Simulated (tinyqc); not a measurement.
Bias-temperature instability from a Gaussian distribution of capture and emission barriers. Changing the temperature T. Computed by tinyqc, a small Python program. Command: `OMP_NUM_THREADS=1 python tinyqc.py 3005018 3005019 out.jsonl bti sweep`. One thread of a shared host (Intel(R) Xeon(R) Processor @ 2.30GHz), about 0.02 s of CPU time with the checks.

Each trap has a capture time tau_0 exp(E_c/(k_B T)) under stress and an emission time tau_0 exp(E_e/(k_B T)) after it. E_c is Gaussian, and E_e = E_c + d with d Gaussian and independent. A trap counts as filled once t_s exceeds its capture time and as emptied once t_r exceeds its emission time.

Inputs (values chosen for the exercise, for a model p-channel transistor):
```
quantity                                      value        unit
shift with all traps filled V_max                83          mV
mean capture barrier at zero field mu_c        1.92          eV
spread of capture barriers sigma_c             0.34          eV
lowering of mu_c per field k_F                0.065  eV/(MV/cm)
oxide field F                                   5.2       MV/cm
mean of E_e - E_c at the stress field, delta  -0.21          eV
spread of E_e - E_c, sigma_d                   0.19          eV
time constant tau_0                           5e-11           s
stress time t_s                                 200           s
recovery time t_r                                60           s
```

Constants: k_B = 8.617333262e-05 eV/K.

Method:
- Demarcation energies E_s = k_B T ln(t_s/tau_0), E_r = k_B T ln(t_r/tau_0); mean barrier mu = mu_c - k_F F; z = (E_s - mu)/sigma_c; Phi is the standard normal distribution.
- Temperatures in kelvin are T(C) + 273.15.
- Shift without recovery dV0 = V_max Phi(z); local time exponent n = d ln dV0/d ln t_s = (k_B T/sigma_c) exp(-z^2/2)/(sqrt(2 pi) Phi(z)); apparent activation energy n E_s.
- Remaining shift dV = V_max int_(-infinity)^(E_s) g(E_c) [1 - Phi((E_r - E_c - delta)/sigma_d)] dE_c, g the Gaussian density of E_c (Gauss-Legendre, 120 points over 7 sigma_c below E_s).

One run for each value; columns: (1) temperature T (C); (2) shift without recovery dV0 (mV); (3) time exponent n; (4) remaining share dV/dV0; (5) apparent activation energy (eV):
```
(1)     (2)      (3)       (4)      (5)
0    0.3400  0.20454  0.085171  0.13970
25   0.5763  0.21057  0.084675  0.15698
50   0.9473  0.21459  0.083990  0.17340
75   1.5104  0.21666  0.083100  0.18861
100  2.3369  0.21682  0.081989  0.20230
125  3.5097  0.21513  0.080641  0.21417
150  5.1187  0.21166  0.079040  0.22395
175  7.2529  0.20649  0.077170  0.23140
200  9.9901  0.19973  0.075017  0.23630
```

Over the rows, shift without recovery dV0 (mV) rises from 0.340 to 9.99; time exponent n goes from 0.205 through a maximum among these rows, 0.217 at 100, to 0.200; remaining share dV/dV0 falls from 0.0852 to 0.0750. Time and temperature enter the shift only through k_B T ln(t/tau_0), so a hotter run is a longer one.

Extremes, crossings and ranges named in words are read from the listed rows.
